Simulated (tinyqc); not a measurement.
# A stack of flat layers between unequal leads with mass mismatch, transfer matrices: two studies

One electron of energy E comes from the left lead (band edge 0); no transverse momentum. Parabolic bands, masses in units of m0, C = hbar^2/(2 m0); psi and psi'/m are continuous at every interface. The layers follow each other from left to right, then the right lead.

Parameters, values chosen for the exercise; masses and band edges of a made-up stack: mass in the left lead mL = 0.2 m0; band edges of the layers, left to right U = [0.58, 0.22, 0.4, -0.17] eV; masses of the layers m = [0.23, 0.25, 0.25, 0.23] m0; widths of the layers d = [1.4, 1, 0.5, 1.1] nm; band edge of the right lead UR = -0.08 eV; mass in the right lead mR = 0.21 m0; electron energy E = 0.928 eV.

Constants: q = 1.602176634e-19 C, hbar = 1.054571817e-34 J s, m0 = 9.1093837015e-31 kg, hbar^2/(2 m0) = 0.0380998212 eV nm^2. Results are converted to the units shown.

Each table varies one quantity; the others keep the values above.

## Effect of the right lead

For the pair (psi, psi'/m) a flat layer has M = [[cos kd, (m/k) sin kd], [-(k/m) sin kd, cos kd]] with k = sqrt(m (E - U)/C) above its edge U, and M = [[cosh Kd, (m/K) sinh Kd], [(K/m) sinh Kd, cosh Kd]] with K = sqrt(m (U - E)/C) below it. The matrices are multiplied with later layers to the left. With M acting on (psi, psi'/m) and v = k/m in each lead, T(E) = 4 vL vR/[(vL vR M12 - M21)^2 + (vR M11 + vL M22)^2]. The layers inside are not moved.

Effect of the right lead:

| UR (eV) | vR (1/nm) | T(E) | bare step 4 vL vR/(vL + vR)^2 |
|---|---|---|---|
| -0.6 | 13.82 | 0.6422 | 0.9875 |
| -0.395 | 12.86 | 0.6677 | 0.9942 |
| -0.19 | 11.82 | 0.6970 | 0.9988 |
| 0.015 | 10.68 | 0.7312 | 0.9997 |
| 0.22 | 9.407 | 0.7716 | 0.9937 |
| 0.425 | 7.929 | 0.8199 | 0.9732 |
| 0.63 | 6.103 | 0.8747 | 0.9172 |
| 0.835 | 3.409 | 0.8856 | 0.7213 |

What does the comparison show?

T(E) rises from 0.642 to 0.886, while the bare step between the leads goes from 0.987 through a maximum of 1.00 (at UR = 0.015 eV among the rows listed) to 0.721 (it is 1 where vR equals vL = 11.0 1/nm). In every row a layer is thinner than 0.8 nm, a few atomic planes, where an effective mass is a rough description.

## Transmission against energy

Same model as above.

The last column is exp(-2 sum K d) over the layers with U > E.

Transmission against energy:

| E (eV) | T(E) | exp(-2 sum K d) |
|---|---|---|
| 0.048 | 4.125e-4 | 1.730e-4 |
| 0.142 | 0.001858 | 6.858e-4 |
| 0.236 | 0.007713 | 0.006268 |
| 0.329 | 0.03641 | 0.01610 |
| 0.423 | 0.2069 | 0.06549 |
| 0.517 | 0.5692 | 0.1779 |
| 0.611 | 0.5019 | 1.000 |
| 0.705 | 0.4715 | 1.000 |
| 0.799 | 0.5320 | 1.000 |
| 0.892 | 0.6557 | 1.000 |
| 0.986 | 0.8122 | 1.000 |
| 1.08 | 0.9409 | 1.000 |

What does the table show?

T(E) runs from 4.13e-4 at 0.048 eV to 0.941 at 1.08 eV; among the rows its largest value is 0.941 at 1.08 eV. In every row a layer is thinner than 0.8 nm, a few atomic planes, where an effective mass is a rough description.

Range of the model: Masses are held fixed, although real bands cease to be parabolic a few tenths of an eV from their edges (inside a barrier too).

Program tinyqc, `OMP_NUM_THREADS=1 python tinyqc.py 2560113 2560114 out.jsonl`; Intel Xeon 2.30GHz, shared host, one thread, about 0.01 s.
